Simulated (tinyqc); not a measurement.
Channel length: inversion-layer mobility, back-scattering and ballistic limit of a field-effect transistor. Computed by tinyqc, a small Python program. Command: `OMP_NUM_THREADS=1 python tinyqc.py 3002496 3002497 out.jsonl mos walk`. One thread of a shared host (Intel(R) Xeon(R) Processor @ 2.30GHz), about 0.01 s of CPU time with the checks.

The charge at the top of the source barrier is fixed by the gate; series resistance and short-channel effects are left out. F_j are Fermi integrals normalised to exp(eta) in the classical limit.

Inputs (values chosen for the exercise, modelled on a germanium p-channel):

| quantity | value | unit |
|---|---|---|
| transport mass m | 0.2 | m_0 |
| valley degeneracy g_v | 1 | - |
| weight w of the inversion charge | 0.333 | - |
| permittivity eps | 16 | - |
| phonon mobility at 1 MV/cm and 300 K, mu_ph | 260 | cm^2/(V s) |
| roughness mobility at 1 MV/cm, mu_sr | 280 | cm^2/(V s) |
| Coulomb mobility at N_inv = 1e12/cm^2, mu_C | 380 | cm^2/(V s) |
| electrical oxide thickness t_inv | 5.7 | nm |
| depletion charge N_dep | 4.3e+12 | 1/cm^2 |
| gate overdrive V_G - V_T | 0.74 | V |
| drain voltage V_D | 0.05 | V |
| exponent a of the critical length | 0.77 | - |
| temperature T | 200 | K |

Statistics at the top of the barrier: Fermi-Dirac.

Constants: eps_0 = 8.8541878128e-12 F/m; e = 1.602176634e-19 C; m_0 = 9.1093837015e-31 kg; k_B = 1.380649e-23 J/K; hbar = 1.054571817e-34 J s; k_B = 8.617333262e-05 eV/K.

Method:
- N_inv = 3.9 eps_0 (V_G - V_T)/(e t_inv); effective field E_eff = e (N_dep + w N_inv)/(eps eps_0).
- mu_phonon = mu_ph (E_eff/1 MV/cm)^(-0.3) (T/300 K)^(-1.75); mu_rough = mu_sr (E_eff/1 MV/cm)^(-2); mu_Coulomb = mu_C (N_inv/1e12 cm^-2) (T/300 K); Matthiessen's rule adds 1/mu.
- F_j(eta) = (1/Gamma(j + 1)) int_0^infinity x^j/(1 + exp(x - eta)) dx, F_0 = ln(1 + exp(eta)). Integrals over x = E/(k_B T) use 160 Gauss-Legendre points in u = sqrt(x) from 0 to sqrt(max(eta, 0) + 32).
- Ballistic channel: N_2D = g_v m k_B T/(pi hbar^2), U = e V_D/(k_B T); eta_F solves N_inv = (N_2D/2)[F_0(eta_F) + F_0(eta_F - U)]; v_T = sqrt(2 k_B T/(pi m)); I/W = e (N_2D/2) v_T [F_1/2(eta_F) - F_1/2(eta_F - U)]; injection velocity v_T F_1/2(eta_F)/F_0(eta_F).
- Mean free path lambda = (2 k_B T/e)(mu/v_T) F_0(eta_0)/F_-1/2(eta_0), with eta_0 from N_inv = N_2D F_0(eta_0); critical length l = L (1 + U)^(-a), an empirical rule; back-scattering r = l/(l + lambda). Then eta solves N_inv = (N_2D/2)[(1 + r) F_0(eta) + (1 - r) F_0(eta - U)] and I/W = e (N_2D/2) v_T (1 - r)[F_1/2(eta) - F_1/2(eta - U)].
- The last column is the long-channel law e N_inv mu V/L with V = V_D - V_D^2/(2 V_ov) below pinch-off and V_ov/2 above, V_ov = V_G - V_T.

inversion density N_inv = 2.79808e+12 1/cm^2

effective mobility mu = 233.795 cm^2/(V s)

ballistic current I/W = 423.451 microampere/micrometre

Currents (microampere/micrometre):

| L (nm) | r | I/W | ballistic ratio | long-channel law |
|---|---|---|---|---|
| 5 | 0.13131 | 343.89 | 0.81211 | 1012.7 |
| 10 | 0.23214 | 288.30 | 0.68082 | 506.3 |
| 20 | 0.37680 | 216.65 | 0.51164 | 253.2 |
| 40 | 0.54736 | 143.72 | 0.33941 | 126.6 |
| 80 | 0.70748 | 85.43 | 0.20175 | 63.3 |
| 160 | 0.82868 | 47.04 | 0.11109 | 31.6 |
| 400 | 0.92362 | 20.01 | 0.04724 | 12.7 |
| 1000 | 0.96798 | 8.21 | 0.01938 | 5.1 |

What does the comparison show, and why?

The current scales as L^-0.97 at the long end and as L^-0.25 at the short end, where it reaches 81 % of the ballistic 423. The long-channel law passes the ballistic limit between 10.0 and 20.0 nm and has no meaning below. At 1000 nm the model gives 1.62 times the long-channel law; the rule for l is a fit for short devices and fails wherever the model exceeds that law. Raising mu by 10 % at 20 nm raises I by 4.8 %.

Extremes, crossings and ranges named in words are read from the listed rows.
